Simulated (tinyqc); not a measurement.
Valence-band offset from core levels (Kraut method), with the dipole against the affinity rule: one step of the calculation.

Binding energies are counted downwards from the Fermi level. dEv > 0 means that the valence edge of B lies below that of A, dEc > 0 that the conduction edge of B lies above that of A; dEc + dEv = EgB - EgA. The spectra are made-up values treated as data.

Problem. Interface dipole. The affinity rule gives dEc(0) = chiA - chiB; the dipole step is D = dEc - dEc(0), and two sheets of opposite charge dd apart hold N = eps0 ei |D|/(q dd).

Inputs (values chosen for the exercise); gaps and affinities close to those of gallium nitride (A) and tantalum oxide (B):
- chiA = 4.05 eV (electron affinity of A)
- chiB = 3.29 eV (electron affinity of B)
- ei = 4.8 (relative permittivity inside the dipole layer)
- dd = 0.18 nm (thickness of the dipole layer)

Constants: q = 1.602176634e-19 C, eps0 = 8.8541878128e-14 F/cm where lengths are in cm. Results are converted to the units shown.

dEc = 0.73151850 eV

Wanted: dEc(0); D; N; field in the dipole layer.

Solution.

dEc(0) = 0.7600 eV
D = -0.02848 eV
N = 4.197e12 cm^-2
field in the dipole layer = 1.582 MV/cm

N is 0.0060 elementary charges for each of about 7e14 surface atoms per cm^2.

Computed by the program tinyqc: `OMP_NUM_THREADS=1 python tinyqc.py 2410133 2410134 out.jsonl`, one thread of a shared Intel Xeon 2.30GHz, about 0.01 s for the whole run.
